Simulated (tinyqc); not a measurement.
Deep-level transient spectroscopy: one step of the calculation.

Schottky contact on an n-type layer with shallow donors Nd (all ionised) and a donor-like deep trap, neutral when filled and positive when empty; depletion approximation. Traps within lam of the depletion edge stay filled. A long pulse to Vp fills the traps beyond x1 = Wp - lam; back at Vr those between x1 and x2 = Wr - lam emit. A rate window reads S = C(t2) - C(t1).

Problem. Widths. lam = sqrt(2 eps0 eps_r (EF - ET)/(q Nd)), EF - ET = Et - (kB T/q) ln(Nc(T)/Nd), Nc(T) = Nc (T/300 K)^1.5. In the steady state at the band bending V, 2 eps0 eps_r V/q = Nd W^2 + Nt (W - lam)^2 (the second term only if W > lam). V = Vbi + Vr gives Wr and V = Vbi + Vp gives Wp; x1 = max(Wp - lam, 0).

Inputs (values chosen for the exercise); material values close to those of gallium nitride:
- eps_r = 9.54 (relative permittivity)
- Nc = 2.34e18 cm^-3 (conduction-band density of states at 300 K)
- Nd = 8.8e14 cm^-3 (shallow donor density)
- Vbi = 1.01 V (built-in voltage)
- Et = 0.26 eV (depth of the trap below the conduction edge)
- Nt = 9.7e13 cm^-3 (trap density)
- Vr = 4.5 V (reverse bias)
- Vp = 0 V (reverse bias during the filling pulse)
- T = 169 K (temperature of the transient)

Constants: q = 1.602176634e-19 C, kB = 1.380649e-23 J/K, eps0 = 8.8541878128e-14 F/cm where lengths are in cm. Results are converted to the units shown.

Give: lam; Wr; Wp; x1; x2; G = (x2^2 - x1^2)/Wr^2.

Solution.

lam = 434.7 nm
Wr = 2478 nm
Wp = 1079 nm
x1 = 644.4 nm
x2 = 2044 nm
G = (x2^2 - x1^2)/Wr^2 = 0.6124

Range of the model: With Nt above a tenth of Nd the edge x2 moves during the transient, which this model holds fixed, and the transient is not a plain exponential.

Numbers from tinyqc (`OMP_NUM_THREADS=1 python tinyqc.py 2050122 2050123 out.jsonl`; about 0.01 s on one thread of a shared Intel Xeon 2.30GHz).
